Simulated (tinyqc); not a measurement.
# Trap density from the barrier height

Problem. In a partly depleted grain with all boundary traps filled, 2 N W = Qt and VB = q N W^2/(2 eps0 eps_r). Find Qt, W and the doping at which VB would equal Vt.

Values chosen for this exercise:

| symbol | value | unit | meaning |
|---|---|---|---|
| T | 350 | K | temperature |
| eps_r | 11.7 |  | relative permittivity |

Constants: q = 1.602176634e-19 C, kB = 1.380649e-23 J/K, Vt = kB T/q, eps0 = 8.8541878128e-14 F/cm where lengths are in cm. Results are converted to the units shown.

doping = 1.3e18 cm^-3
barrier height = 0.16194604 V

Answer. Eliminating W gives VB = q Qt^2/(8 eps0 eps_r N), which falls as 1/N.

Qt = 3.300e12 cm^-2
W = 12.69 nm
doping for VB = Vt = 6.980e18 cm^-3

Computed by the program tinyqc: `OMP_NUM_THREADS=1 python tinyqc.py 2830312 2830313 out.jsonl`, one thread of a shared Intel Xeon 2.30GHz, about 0.01 s for the whole run.
